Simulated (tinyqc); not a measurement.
Comparisons within one model: carrier statistics of a doped semiconductor with parabolic bands. A value that a table varies takes the place of the one given here.

Eg(T) = Eg0 - al T^2/(T + be); m_de = Mv^(2/3) (ml mt^2)^(1/3); m_dh = (mhh^(3/2) + mlh^(3/2))^(2/3); Nc and Nv from N = 2 (m kB T/(4 pi c))^(3/2) with c = hbar^2/2m0, in 1/angstrom^3; times 1e24 for 1/cm^3.

Energies are counted from Ev, so Ec = Eg. n = Nc F_1/2((EF - Eg)/kT), p = Nv F_1/2(-EF/kT), ND+ = ND/(1 + 2 exp((EF - Eg + ED)/kT)), NA- = NA/(1 + 4 exp((EA - EF)/kT)); neutrality asks p + ND+ = n + NA-. F_j(eta) = (1/Gamma(j + 1)) integral_0^infinity x^j dx/(1 + exp(x - eta)), which tends to exp(eta) for eta << 0.

Constants: hbar^2/2m0 = 3.80998211 eV angstrom^2; kB = 8.617333262e-05 eV/K.

Inputs chosen for the exercise (near those of GaSb; shifted at random, so the results belong to these values and not to a real crystal): Eg0 = 0.8118 eV (gap at 0 K); al = 0.000421 eV/K (Varshni alpha); be = 139 K (Varshni beta); ml = 0.0401 m0 (longitudinal electron mass); mt = 0.0401 m0 (transverse electron mass); Mv = 1 (equivalent valleys); mhh = 0.407 m0 (heavy-hole mass); mlh = 0.0498 m0 (light-hole mass); ND = 1.3e+14 1/cm^3 (donors); NA = 6.3e+13 1/cm^3 (acceptors); ED = 0.00297 eV (donor level below Ec); EA = 0.0127 eV (acceptor level above Ev); T = 250 K.

## Temperature

Neutrality solved at each temperature; ni = sqrt(Nc Nv) exp(-Eg/2kT).

Carriers (1/cm^3):
```
T (K)  EF (eV)         n         p  majority / |ND - NA|        ni  Eg (eV)
10      0.8076  1.36e+13    <1e-99                 0.203    <1e-99   0.8115
20      0.8034  4.91e+13    <1e-99                 0.733  1.43e-86   0.8107
40      0.7907  6.31e+13  7.98e-83                 0.942  7.10e-35   0.8080
77      0.7605  6.60e+13  1.47e-32                 0.985  9.85e-10   0.8002
120     0.7197  6.65e+13  1.02e-12                 0.993      8.24   0.7884
200     0.6345  6.68e+13       379                 0.997  1.59e+08   0.7621
300     0.5184  6.69e+13  1.33e+10                 0.999  9.43e+11   0.7255
400     0.4173  1.25e+14  5.78e+13                  1.86  8.49e+13   0.6868
500     0.4004  1.41e+15  1.35e+15                  21.1  1.38e+15   0.6471
600     0.3946  9.37e+15  9.31e+15                   140  9.37e+15   0.6067
```

Ionisation is incomplete: the majority density is below 90 % of the net doping at 10 and 20 K, down to a share of 0.2. It is within 10 % of the net doping at 40, 77, 120, 200 and 300 K. At 400, 500 and 600 K thermal pairs lift it more than 10 % above the net doping; ni has reached 9.37e+15 1/cm^3 at 600 K against a net doping of 6.70e+13. EF goes from 0.808 eV to 0.395 eV, where midgap is 0.303 eV and the intrinsic level (Boltzmann) 0.394 eV.

## Doping level

Only donors are present (NA = 0); eta is the distance of EF beyond the conduction edge in units of kT.

Neutral state:
```
ND (1/cm^3)  EF (eV)  majority (1/cm^3)  ionised share    eta
1.0e+14       0.5861           9.99e+13          0.999  -7.34
1.0e+15       0.6355           9.85e+14          0.985  -5.04
1.0e+16       0.6831           8.81e+15          0.881  -2.84
1.0e+17       0.7238           5.28e+16          0.528  -0.94
1.0e+18       0.7578           1.88e+17          0.188   0.63
3.0e+18       0.7734           3.02e+17          0.101   1.36
1.0e+19       0.7910           4.73e+17          0.047   2.17
3.0e+19       0.8076           6.72e+17          0.022   2.94
```

The impurity level lies at 0.7412 eV. The ionised share falls from 0.999 to 0.022 as EF passes through it between 1e+17 and 1e+18 1/cm^3 (share 1/3 there); it is below one half from 1e+18 1/cm^3 on. Over the last two rows the doping grows threefold and the majority density by a factor 1.42. EF comes within 3 kT of the majority band edge from 1e+16 1/cm^3 on. Above roughly 3e+15 1/cm^3 (N^(1/3) a = 0.26, with the radius a = sqrt(c/(m E)) from the ionisation energy E and the mass (ml mt^2)^(1/3)) the levels merge with the band and real ionisation is complete; sharp levels then overstate freeze-out.

## What each input does

Neutrality solved anew for each case. Each row changes one parameter from the base and keeps the others.

Results:
```
case                  EF (eV)  n (1/cm^3)  p (1/cm^3)
base                   0.5775    6.69e+13    1.18e+07
T = 290 K              0.5304    6.69e+13    3.92e+09
ND = 6.5e+13 1/cm^3    0.5018    2.00e+12    3.95e+08
NA = 3.15e+13 1/cm^3   0.5858    9.83e+13    8.03e+06
Eg0 = 0.8618 eV        0.6275    6.69e+13    1.16e+06
mt = 0.0481 m0         0.5736    6.69e+13    1.42e+07
mhh = 0.4884 m0        0.5775    6.69e+13    1.54e+07
ED = 0.0045 eV         0.5775    6.69e+13    1.18e+07
```

The largest shifts from the base row, up to three for each result and ties (the steps differ in size, so this ranks the rows, not the parameters). EF (eV): ND -0.0756, Eg0 +0.0500, T -0.0471; unchanged at the printed digits by mhh and ED. n (1/cm^3): ND -6.49e+13, NA +3.14e+13; unchanged at the printed digits by T, Eg0, mt, mhh and ED. p (1/cm^3): T +3.91e+09, ND +3.83e+08, Eg0 -1.06e+07; unchanged at the printed digits by ED.

tinyqc: `OMP_NUM_THREADS=1 python tinyqc.py 1650957 1650958 out.jsonl`; about 0.01 s, one thread, shared Intel(R) Xeon(R) Processor @ 2.30GHz.
